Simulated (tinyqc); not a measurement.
Worked calculation: Hueckel theory of the pi electrons with the omega technique, for the molecule BC1=CC(=O)C=CC1=O (SMILES; centres numbered as the heavy atoms are written). Computed by tinyqc, a small Python program that keeps every step. Settings: charge = 0, omega = 1.4, damping = 0. Command: `OMP_NUM_THREADS=1 python tinyqc.py 25246 25247 out.jsonl` (the two numbers bound the seeds that draw the settings). One thread of a shared host (Intel(R) Xeon(R) Processor @ 2.60GHz), about 0.01 s of CPU time with the checks.

## The Hueckel matrix

Centres:
```
centre  z_r, pi electrons of the neutral centre          h
1B                                            0  -1.000000
2C                                            1   0.000000
3C                                            1   0.000000
4C                                            1   0.000000
5O                                            1   1.000000
6C                                            1   0.000000
7C                                            1   0.000000
8C                                            1   0.000000
9O                                            1   1.000000
```

Bonds:
```
i  j         k
1  2  0.700000
2  3         1
3  4         1
4  5         1
4  6         1
6  7         1
7  8         1
8  9         1
8  2         1
```

H_rr = alpha + h_r beta, H_rs = k_rs beta for bonded centres.

Hueckel matrix in units of beta (H = alpha + beta A):
```
           1B        2C        3C        4C        5O        6C        7C        8C
1B  -1.000000  0.700000  0.000000  0.000000  0.000000  0.000000  0.000000  0.000000
2C   0.700000  0.000000  1.000000  0.000000  0.000000  0.000000  0.000000  1.000000
3C   0.000000  1.000000  0.000000  1.000000  0.000000  0.000000  0.000000  0.000000
4C   0.000000  0.000000  1.000000  0.000000  1.000000  1.000000  0.000000  0.000000
5O   0.000000  0.000000  0.000000  1.000000  1.000000  0.000000  0.000000  0.000000
6C   0.000000  0.000000  0.000000  1.000000  0.000000  0.000000  1.000000  0.000000
7C   0.000000  0.000000  0.000000  0.000000  0.000000  1.000000  0.000000  1.000000
8C   0.000000  1.000000  0.000000  0.000000  0.000000  0.000000  1.000000  0.000000
9O   0.000000  0.000000  0.000000  0.000000  0.000000  0.000000  0.000000  1.000000

          9O
1B  0.000000
2C  0.000000
3C  0.000000
4C  0.000000
5O  0.000000
6C  0.000000
7C  0.000000
8C  1.000000
9O  1.000000
```

## Orbitals, round 1

pi electrons, sum of z_r less the charge = 8

Diagonalise; E = alpha + x beta with beta < 0, so the largest x are filled first; degenerate levels share their electrons. P = sum n_i c_ri c_si; each orbital has its largest coefficient positive (the first on a tie).

x values: 2.319651  1.865078  1.081707  1.000000  0.281498  -0.679748  -1.222133  -1.456383  -2.189670

occupations: 2.000000  2.000000  2.000000  2.000000  0.000000  0.000000  0.000000  0.000000  0.000000

coefficients:
```
         MO1        MO2        MO3        MO4        MO5        MO6        MO7        MO8
1B  0.073656  -0.039720   0.197580   0.000000   0.138093   0.643469  -0.349914   0.572484
2C  0.349304  -0.162574   0.587575   0.000000   0.252808   0.294388   0.111039  -0.373246
3C  0.328896   0.153613   0.523770   0.000000  -0.345332  -0.418233  -0.388582  -0.072424
4C  0.413619   0.449075  -0.021009   0.000000  -0.350019  -0.010095   0.363860   0.478723
5O  0.313431   0.519115  -0.257131   0.500000   0.487151   0.006010  -0.163744  -0.194890
6C  0.317126   0.164832  -0.289365  -0.500000  -0.240348   0.419085   0.107641  -0.429891
7C  0.322003  -0.141651  -0.291999  -0.500000   0.282361  -0.274777  -0.495411   0.147363
8C  0.429808  -0.429022  -0.026492   0.000000   0.319832  -0.232306   0.497817   0.215275
9O  0.325698  -0.495935  -0.324233   0.500000  -0.445137   0.138298  -0.224027  -0.087639

          MO9
1B  -0.265819
2C   0.451766
3C  -0.378789
4C   0.377656
5O  -0.118400
6C  -0.329753
7C   0.344395
8C  -0.424357
9O   0.133041
```

charge and bond-order matrix P:
```
           1B         2C         3C         4C         5O         6C         7C         8C
1B   0.092081   0.296557   0.243220   0.016954  -0.096674  -0.080723  -0.056698   0.086929
2C   0.296557   0.987376   0.795331   0.118253  -0.251992  -0.172095  -0.072131   0.408631
3C   0.243220   0.795331   0.812210   0.388035   0.096303  -0.043878  -0.137589   0.123165
4C   0.016954   0.118253   0.388035   0.746382   0.736330   0.422541   0.151418  -0.028659
5O  -0.096674  -0.251992   0.096303   0.736330   1.367671   0.018737  -0.295051  -0.162370
6C  -0.080723  -0.172095  -0.043878   0.422541   0.018737   0.922941   0.826523   0.146506
7C  -0.056698  -0.072131  -0.137589   0.151418  -0.295051   0.826523   0.918029   0.413813
8C   0.086929   0.408631   0.123165  -0.028659  -0.162370   0.146506   0.413813   0.738994
9O  -0.040747   0.007765  -0.277770  -0.162370   0.356014  -0.269273   0.039603   0.722689

           9O
1B  -0.040747
2C   0.007765
3C  -0.277770
4C  -0.162370
5O   0.356014
6C  -0.269273
7C   0.039603
8C   0.722689
9O   1.414316
```

## Omega technique, round 1

h_r = h_r(0) + omega q_r, omega = 1.4, with q_r = z_r - P_rr.

matrix after round 1:
```
           1B        2C        3C        4C        5O        6C        7C        8C
1B  -1.128914  0.700000  0.000000  0.000000  0.000000  0.000000  0.000000  0.000000
2C   0.700000  0.017673  1.000000  0.000000  0.000000  0.000000  0.000000  1.000000
3C   0.000000  1.000000  0.262906  1.000000  0.000000  0.000000  0.000000  0.000000
4C   0.000000  0.000000  1.000000  0.355066  1.000000  1.000000  0.000000  0.000000
5O   0.000000  0.000000  0.000000  1.000000  0.485260  0.000000  0.000000  0.000000
6C   0.000000  0.000000  0.000000  1.000000  0.000000  0.107882  1.000000  0.000000
7C   0.000000  0.000000  0.000000  0.000000  0.000000  1.000000  0.114760  1.000000
8C   0.000000  1.000000  0.000000  0.000000  0.000000  0.000000  1.000000  0.365408
9O   0.000000  0.000000  0.000000  0.000000  0.000000  0.000000  0.000000  1.000000

          9O
1B  0.000000
2C  0.000000
3C  0.000000
4C  0.000000
5O  0.000000
6C  0.000000
7C  0.000000
8C  1.000000
9O  0.419958
```

## Orbitals, round 2

As before.

x values: 2.435733  1.834367  1.180189  0.683309  0.078254  -0.639269  -1.089189  -1.429830  -2.053566

occupations: 2.000000  2.000000  2.000000  2.000000  0.000000  0.000000  0.000000  0.000000  0.000000

coefficients:
```
         MO1        MO2        MO3        MO4        MO5        MO6        MO7        MO8
1B  0.069961   0.047584   0.151157  -0.083015  -0.161955   0.530731  -0.262309   0.670585
2C  0.356268   0.201436   0.498624  -0.214916  -0.279295   0.371243  -0.014886  -0.288271
3C  0.373057  -0.201048   0.505068  -0.233073   0.290063  -0.445385  -0.319732  -0.062713
4C  0.454319  -0.517375  -0.035334   0.116931   0.225735   0.030572   0.447195   0.394427
5O  0.232928  -0.383494  -0.050845   0.590414  -0.554622  -0.027187  -0.284032  -0.205957
6C  0.339303  -0.180811  -0.483377  -0.318959   0.202074   0.442172  -0.042098  -0.435341
7C  0.335528   0.205207  -0.482995  -0.300469  -0.231722  -0.360942  -0.396800   0.275002
8C  0.439448   0.533686  -0.031220   0.148128  -0.193614  -0.170012   0.519825   0.010576
9O  0.218005   0.377321  -0.041066   0.562474   0.566614   0.160506  -0.344450  -0.005718

          MO9
1B  -0.369738
2C   0.488399
3C  -0.349752
4C   0.321791
5O  -0.126748
6C  -0.298577
7C   0.323567
8C  -0.403022
9O   0.162935
```

charge and bond-order matrix P:
```
           1B         2C         3C         4C         5O         6C         7C         8C
1B   0.073797   0.255443   0.224452  -0.015764  -0.117302  -0.062906  -0.029652   0.078247
2C   0.255443   0.924635   0.788679   0.029786  -0.293013  -0.176026  -0.030767   0.433326
3C   0.224452   0.788679   0.978016   0.456809   0.001412  -0.013733  -0.179999   0.012700
4C  -0.015764   0.029786   0.456809   0.978008   0.750136   0.454965   0.056400  -0.116085
5O  -0.117302  -0.293013   0.001412   0.750136   1.104994  -0.030735  -0.306769  -0.026523
6C  -0.062906  -0.176026  -0.013733   0.454965  -0.030735   0.966416   0.812096   0.040907
7C  -0.029652  -0.030767  -0.179999   0.056400  -0.306769   0.812096   0.956508   0.455068
8C   0.078247   0.433326   0.012700  -0.116085  -0.026523   0.040907   0.455068   1.001704
9O  -0.039389   0.024626  -0.292741  -0.057902   0.480519  -0.307620   0.002808   0.763546

           9O
1B  -0.039389
2C   0.024626
3C  -0.292741
4C  -0.057902
5O   0.480519
6C  -0.307620
7C   0.002808
8C   0.763546
9O   1.015921
```

## Omega technique, round 2

As before.

matrix after round 2:
```
           1B        2C        3C        4C        5O        6C        7C         8C
1B  -1.103316  0.700000  0.000000  0.000000  0.000000  0.000000  0.000000   0.000000
2C   0.700000  0.105511  1.000000  0.000000  0.000000  0.000000  0.000000   1.000000
3C   0.000000  1.000000  0.030777  1.000000  0.000000  0.000000  0.000000   0.000000
4C   0.000000  0.000000  1.000000  0.030789  1.000000  1.000000  0.000000   0.000000
5O   0.000000  0.000000  0.000000  1.000000  0.853008  0.000000  0.000000   0.000000
6C   0.000000  0.000000  0.000000  1.000000  0.000000  0.047018  1.000000   0.000000
7C   0.000000  0.000000  0.000000  0.000000  0.000000  1.000000  0.060888   1.000000
8C   0.000000  1.000000  0.000000  0.000000  0.000000  0.000000  1.000000  -0.002386
9O   0.000000  0.000000  0.000000  0.000000  0.000000  0.000000  0.000000   1.000000

          9O
1B  0.000000
2C  0.000000
3C  0.000000
4C  0.000000
5O  0.000000
6C  0.000000
7C  0.000000
8C  1.000000
9O  0.977710
```

## Convergence

Each round sets h_r = h_r(0) + omega (z_r - P_rr), keeping the share named as damping of the old diagonal; repeat until output and input diagonals agree to 1e-6.

Rounds:
```
round    sum n x  largest |h(out) - h(in)|
1      12.532872                  5.80e-01
2      12.267197                  5.58e-01
3      12.553141                  5.98e-01
4      12.311289                  7.97e-01
5      12.664555                  1.08e+00
6      12.795954                  1.58e+00
7      13.456207                  1.83e+00
8      13.766042                  2.02e+00
9      14.120633                  2.06e+00
10     14.269367                  2.09e+00
11     14.458222                  2.09e+00
12     14.503897                  2.10e+00
13     14.616112                  2.10e+00
14     14.601791                  2.11e+00
15     14.679313                  2.11e+00
16     14.638683                  2.11e+00
17     14.702646                  2.11e+00
18     14.651954                  2.11e+00
19     14.710976                  2.11e+00
20     14.656641                  2.11e+00
21     14.713911                  2.11e+00
22     14.658284                  2.11e+00
23     14.714940                  2.11e+00
24     14.658859                  2.11e+00
25     14.715300                  2.11e+00
26     14.659060                  2.11e+00
27     14.715426                  2.11e+00
28     14.659130                  2.11e+00
29     14.715470                  2.11e+00
30     14.659154                  2.11e+00
31     14.715485                  2.11e+00
32     14.659163                  2.11e+00
33     14.715490                  2.11e+00
34     14.659166                  2.11e+00
35     14.715492                  2.11e+00
36     14.659167                  2.11e+00
37     14.715493                  2.11e+00
38     14.659167                  2.11e+00
39     14.715493                  2.11e+00
40     14.659167                  2.11e+00
```

Not converged within 40 rounds: the residual has stopped falling: the iteration swings between two states. Reruns: damping 0.5: converged in 21; damping 0.8: not converged.
